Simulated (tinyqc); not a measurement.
# Frequency dispersion of an accumulation capacitance by border traps, distributed model: effect of the density of border traps

Traps spread evenly through the insulator exchange electrons with the semiconductor by tunnelling, with tau(x) = t0 exp(2 ka x) at depth x from the interface. The admittance per area Y seen at depth x obeys dY/dx = -Y^2/(i w eps0 eox) + q Nb ln(1 + i w tau)/tau, with Y(0) = i w Cs and w = 2 pi f; the gate sees Y(tox) = G + i w C. Working variable y = Y/(i w), in uF/cm^2. Cox = eps0 eox/tox.

Cox; trap-free value 1/(1/Cox + 1/Cs); response depth d = ln(1/(w t0))/(2 ka), where w tau = 1; lumped estimate: all traps within d act as C_bt = q Nb d placed at d/2, so C = 1/{1/[1/(1/Cs + d/(2 eps0 eox)) + C_bt] + (tox - d/2)/(eps0 eox)}. C and G from a fine integration; dispersion -d C/d log10 f over C, from f times and over 1.1. For a broad spread of time constants G/w is close to -(pi/2) dC/d ln w.

Values chosen for this exercise; permittivity close to that of hafnium oxide: relative permittivity of the insulator eox = 19.4; insulator thickness tox = 10 nm; semiconductor capacitance in accumulation Cs = 0.79 uF/cm^2; decay constant of the wave function in the insulator ka = 6.1 1/nm; time constant of a trap at the interface t0 = 3e-11 s; frequency f = 100 Hz.

Constants: q = 1.602176634e-19 C, eps0 = 8.8541878128e-14 F/cm where lengths are in cm. Results are converted to the units shown.

The same in every row: d (nm) = 1.458; trap-free C (uF/cm^2) = 0.5411.

Effect of the density of border traps:
```
Nb (cm^-3 eV^-1)  C (uF/cm^2)  G/w (uF/cm^2)  dispersion (% a decade)  -(pi/2) dC/d ln w (uF/cm^2)  lumped C (uF/cm^2)
1e18                   0.5534       0.001092                   0.2891                     0.001092              0.5527
2e18                   0.5655       0.002148                   0.5567                     0.002148              0.5641
6e18                   0.6118       0.006043                    1.448                     0.006042              0.6078
1e19                   0.6551       0.009467                    2.118                     0.009466              0.6486
3e19                   0.8348        0.02148                    3.770                      0.02147              0.8182
7e19                    1.075        0.03204                    4.360                      0.03198               1.045
2e20                    1.431        0.03631                    3.707                      0.03618               1.382
4e20                    1.626        0.03334                    2.993                      0.03320               1.566
```

As Nb goes from 1e18 to 4e20, C rises from 0.553 to 1.63 uF/cm^2, the dispersion goes from 0.289 through a maximum of 4.36 (at Nb = 7e19 among the rows listed) to 2.99 % a decade and G/w goes from 0.00109 through a maximum of 0.0363 (at Nb = 2e20 among the rows listed) to 0.0333 uF/cm^2. The lumped estimate is 0.13 % below C in the first row and 3.7 % below it in the last. The dispersion goes as Nb^(0.95) between the first two rows and Nb^(-0.31) between the last two: dense traps near the interface screen those behind them.

Computed by the program tinyqc: `OMP_NUM_THREADS=1 python tinyqc.py 2202122 2202123 out.jsonl`, one thread of a shared Intel Xeon 2.30GHz, about 0.7 s for the whole run.
